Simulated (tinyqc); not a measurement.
Schottky barrier on an n-type semiconductor, non-linear Poisson equation by Newton steps: Capacitance-voltage profiling.

One dimension, metal at x = 0, donor density C(x) = Nd, uniform. Energies are counted from the electron Fermi level of the semiconductor and the conduction-band edge is Ec = -psi, so n = Nc exp(psi/Vt); holes follow the Fermi level of the metal, at -V, so p = Nv exp((V - psi - Eg)/Vt). Ends: psi(0) = V - phiB and psi = Vt ln(Nd/Nc) deep inside. Boltzmann statistics, full ionisation, no current, no image force in the Poisson equation.

The Poisson equation d/dx(eps0 eps_r dpsi/dx) = -q (p - n + C) is solved on a mesh of about 1000 nodes or more that ends in neutral material. C_s = q d/dV of the integral of n over x, from the linearised equation. Probed depth w = eps0 eps_r/C_s; apparent doping N_app = C_s^3/(q eps0 eps_r dC_s/dV), the derivative by central differences over +/- 0.02 V.

Inputs (values chosen for the exercise); band and dielectric values close to those of silicon: temperature T = 300 K; band gap Eg = 1.13 eV; relative permittivity eps_r = 11.8; conduction-band density of states at T Nc = 2.85e19 cm^-3; valence-band density of states at T Nv = 2.63e19 cm^-3; donor density deep in the semiconductor Nd = 1.4e16 cm^-3; barrier height phiB = 0.77 eV.

Constants: q = 1.602176634e-19 C, kB = 1.380649e-23 J/K, Vt = kB T/q, eps0 = 8.8541878128e-14 F/cm where lengths are in cm. Results are converted to the units shown.

The same in every row: true C(w) (cm^-3) = 1.400e16.

Results:
```
V (V)	C_s (nF/cm^2)	w (nm)	N_app (cm^-3)	|E_0| (kV/cm)
0	46.28	225.8	1.399e16	48.47
-0.62	31.68	329.7	1.400e16	70.79
-1.25	25.53	409.2	1.400e16	87.85
-1.88	21.97	475.5	1.400e16	102.1
-2.5	19.61	532.8	1.400e16	114.4
-3.12	17.88	584.5	1.400e16	125.5
-3.75	16.51	632.7	1.400e16	135.8
-5	14.53	718.9	1.400e16	154.3
```

Estimate the missing row, V = -4.38 V.

Computed row:
```
V (V)	C_s (nF/cm^2)	w (nm)	N_app (cm^-3)	|E_0| (kV/cm)
-4.38	15.42	677.5	1.400e16	145.5
```

With this row back in the table: C_s falls from 46.3 to 14.5 nF/cm^2 while the probed depth goes from 226 to 719 nm. The apparent doping stays near 1.40e16 cm^-3. It departs most from the true doping at that depth for V = 0 V, where it is 0.084 % below it; so the doping is read well over the depths probed.

Computed by the program tinyqc: `OMP_NUM_THREADS=1 python tinyqc.py 2020087 2020088 out.jsonl`, one thread of a shared Intel Xeon 2.30GHz, about 0.04 s for the whole run.
